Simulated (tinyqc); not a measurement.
Q-state Potts model on a small periodic square lattice: enumeration, Metropolis, heat-bath and Wolff steps: one step, computed by the program tinyqc.

E = -J x (number of nearest-neighbour bonds with equal states); n x n sites with periodic edges have 2 n^2 bonds. Order parameter m = (q f - 1)/(q - 1), f being the largest share of one state. Sites are numbered row by row from 0. Here q = 4 and n = 3.

Problem. Eight single-site steps. Site = floor(r1 n^2). Trial state = (old + 1 + floor(r2 (q - 1))) mod q; it is accepted if r3 < min(1, exp(K db)), db the change in equal bonds.

Inputs (values chosen for the exercise, for a model of domains or grain orientations): temperature T = 354 K.

Update: Metropolis.

start states:
```
   1  2  3
1  1  1  3
2  3  2  0
3  1  3  3
```

random numbers, one row a step:
```
        1       2       3
1  0.3854  0.5867  0.1092
2  0.1641  0.5800  0.4991
3  0.4584  0.5610  0.7468
4  0.4993  0.7157  0.2678
5  0.5850  0.6231  0.4480
6  0.3331  0.2984  0.3055
7  0.7477  0.3175  0.4190
8  0.1760  0.2331  0.4883
```

K = 0.7539659

Give: the table «Steps» with the columns old, trial, db, acceptance, new; states afterwards.

Solution.

Steps:
```
site  old  trial  db  acceptance  new
3       3      1   2      1.0000    1
1       1      3   1      1.0000    3
4       2      0   1      1.0000    0
4       0      3   1      1.0000    3
5       0      2   0      1.0000    2
2       3      0  -2      0.2214    3
6       1      2  -2      0.2214    1
1       3      0  -3      0.1042    3
```

states afterwards:
```
   1  2  3
1  1  3  3
2  1  3  2
3  1  3  3
```
